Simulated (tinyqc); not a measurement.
# Electron density from the filling shift

Problem. At zero temperature the Burstein-Moss shift of one parabolic valley is (C/me + C/mh) kF^2 with kF = (3 pi^2 n)^(1/3), C = hbar^2/(2 m0). Find kF and n.

Values chosen for this exercise: electron mass me = 0.197 m0; hole mass mh = 1.02 m0.

Constants: q = 1.602176634e-19 C, hbar = 1.054571817e-34 J s, m0 = 9.1093837015e-31 kg, hbar^2/(2 m0) = 0.0380998212 eV nm^2. Results are converted to the units shown.

filling shift = 299.73753 meV

Solution. The shift gives kF^2, and n = kF^3/(3 pi^2).

kF = 1.140 1/nm
n = 5.000e19 cm^-3

Program tinyqc, `OMP_NUM_THREADS=1 python tinyqc.py 2330113 2330114 out.jsonl`; Intel Xeon 2.30GHz, shared host, one thread, about 0.01 s.
